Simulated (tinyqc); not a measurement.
Inside a calculation. Model: q-state Potts model on a small periodic square lattice: enumeration, Metropolis, heat-bath and Wolff steps. Computed by tinyqc, a small Python program that keeps every step. Command: `OMP_NUM_THREADS=1 python tinyqc.py 3113804 3113805 out.jsonl potts walk`. One thread of a shared host (Intel(R) Xeon(R) Processor @ 2.30GHz), about 0.1 s of CPU time with the checks. Intermediate numbers are printed to about 5 digits and carried at full precision; extremes and crossings named in words are read from the listed rows.

E = -J x (number of nearest-neighbour bonds with equal states); n x n sites with periodic edges have 2 n^2 bonds. Order parameter m = (q f - 1)/(q - 1), f being the largest share of one state. Sites are numbered row by row from 0. Here q = 4 and n = 3.

Inputs (values chosen for the exercise, for a model of domains or grain orientations):

| quantity | value | unit |
|---|---|---|
| number of states q | 4 | - |
| edge n | 3 | - |
| coupling J | 47 | meV |
| temperature T | 483 | K |
| seed | 355253 | - |

Update: heat bath.

Constants: k_B = 8.617333262e-05 eV/K.

## Scales

K = J/(k_B T); the infinite square lattice orders at K_c = ln(1 + sqrt(q)); Wolff bond probability p = 1 - exp(-K).

K = 1.1292

K_c = 1.0986

T_c of the infinite lattice = 496.46 K

p = 0.67671

## Density of states

All q^(n^2) states are counted by their number b of equal bonds; weights g(b) exp(K b), K = J/(k_B T). Per site: u = -J <b>/n^2, c/k_B = K^2 (<b^2> - <b>^2)/n^2.

States by number of equal bonds:

| b | g(b) | probability |
|---|---|---|
| 0 | 1056 | 2.4914e-07 |
| 1 | 6048 | 4.4137e-06 |
| 2 | 26568 | 5.9973e-05 |
| 3 | 45360 | 3.1673e-04 |
| 4 | 63936 | 1.3809e-03 |
| 5 | 48384 | 3.2325e-03 |
| 6 | 34884 | 7.2091e-03 |
| 7 | 19872 | 1.2703e-02 |
| 8 | 10368 | 2.0501e-02 |
| 9 | 2784 | 1.7028e-02 |
| 10 | 2052 | 3.8822e-02 |
| 11 | 432 | 2.5281e-02 |
| 12 | 288 | 5.2134e-02 |
| 14 | 108 | 1.8706e-01 |
| 18 | 4 | 6.3427e-01 |

The most probable level has b = 18 of 18 bonds.

## Exact averages

ln Z = ln sum g(b) exp(K b); entropy per site s/k_B = (ln Z - K <b>)/n^2.

<b> = 15.800

energy u = -82.510 meV/site

heat capacity c = 1.5106 k_B/site

entropy s = 0.48068 k_B/site

## Order parameter

The same sums with m: <m> and the Binder ratio U = 1 - <m^4>/(3 <m^2>^2).

<m> = 0.89271

Binder ratio U = 0.63327

## Eight single-site steps

start states:
```
   1  2  3
1  2  0  1
2  3  2  1
3  1  2  3
```

random numbers, one row a step:
```
        1       2       3
1  0.7758  0.6651  0.8906
2  0.7922  0.8687  0.1765
3  0.4406  0.0003  0.6921
4  0.0041  0.3216  0.1412
5  0.9646  0.7953  0.1284
6  0.5802  0.3771  0.7559
7  0.6730  0.4136  0.7381
8  0.3890  0.9955  0.3376
```

Site = floor(r1 n^2). State c is drawn with probability exp(K k_c)/sum exp(K k), k_c the number of neighbours in state c: the first c whose cumulative probability reaches r2; r3 is not used.

Steps:

| site | old | neighbours in each state | P(old) | P(new) | new |
|---|---|---|---|---|---|
| 6 | 1 | 0 0 2 2 | 0.04731 | 0.45269 | 3 |
| 7 | 2 | 1 0 1 2 | 0.18462 | 0.57107 | 3 |
| 3 | 3 | 0 1 2 1 | 0.18462 | 0.05969 | 0 |
| 0 | 2 | 2 1 0 1 | 0.05969 | 0.57107 | 0 |
| 8 | 3 | 0 2 0 2 | 0.45269 | 0.45269 | 3 |
| 5 | 1 | 1 1 1 1 | 0.25000 | 0.25000 | 1 |
| 6 | 3 | 2 0 0 2 | 0.45269 | 0.45269 | 0 |
| 3 | 0 | 2 1 1 0 | 0.57107 | 0.05969 | 3 |

states afterwards:
```
   1  2  3
1  0  0  1
2  3  2  1
3  0  3  3
```

## A longer run and its error bar

After 400 updates are discarded, b is recorded for 4000 sweeps of n^2 steps of the update named (random numbers not printed, so these rows are one sample). Records are averaged in blocks; the error is the scatter of block means over sqrt(number of blocks), and the last column its square over that for single records.

Blocking:

| block length | mean b | error | variance ratio |
|---|---|---|---|
| 1 | 15.85125 | 0.05127 | 1.0000 |
| 4 | 15.85125 | 0.08274 | 2.6044 |
| 16 | 15.85125 | 0.10017 | 3.8170 |
| 40 | 15.85125 | 0.10525 | 4.2138 |
| 100 | 15.85125 | 0.10109 | 3.8875 |

The run gives 15.851 +/- 0.105 (blocks of 40) against the exact 15.800, a difference of 0.5 error bars. Single records understate the error by a factor of about 2.1, because successive records are correlated.

## Across the transition

m and U = 1 - <m^4>/(3 <m^2>^2) from the same sums; K = K_c T_c/T.

Exact values for this lattice:

| T/T_c | share of equal bonds | c (k_B/site) | <m> | U |
|---|---|---|---|---|
| 0.50 | 0.99903 | 0.0387 | 0.99933 | 0.66655 |
| 0.70 | 0.98553 | 0.3269 | 0.98922 | 0.66429 |
| 0.85 | 0.94557 | 0.9027 | 0.95552 | 0.65480 |
| 0.95 | 0.89297 | 1.4063 | 0.90719 | 0.63859 |
| 1.00 | 0.85844 | 1.6196 | 0.87404 | 0.62610 |
| 1.10 | 0.77870 | 1.8286 | 0.79456 | 0.59163 |
| 1.25 | 0.65916 | 1.5904 | 0.66979 | 0.52309 |
| 1.50 | 0.52113 | 0.8700 | 0.51934 | 0.41492 |
| 2.00 | 0.40589 | 0.2863 | 0.39121 | 0.32317 |
| 3.00 | 0.33643 | 0.0824 | 0.31759 | 0.30123 |

c is largest, 1.83 k_B, at T/T_c = 1.1: on so small a lattice the transition is a broad bump. At T_c the infinite lattice has a share (1 + 1/sqrt(q))/2 = 0.750 of equal bonds, against 0.858 here. <m> stays at 0.32 at 3 T_c, since the largest share among 9 sites always exceeds 1/q on average.

Checks made by the program: number of states (relative difference below 1e-10).
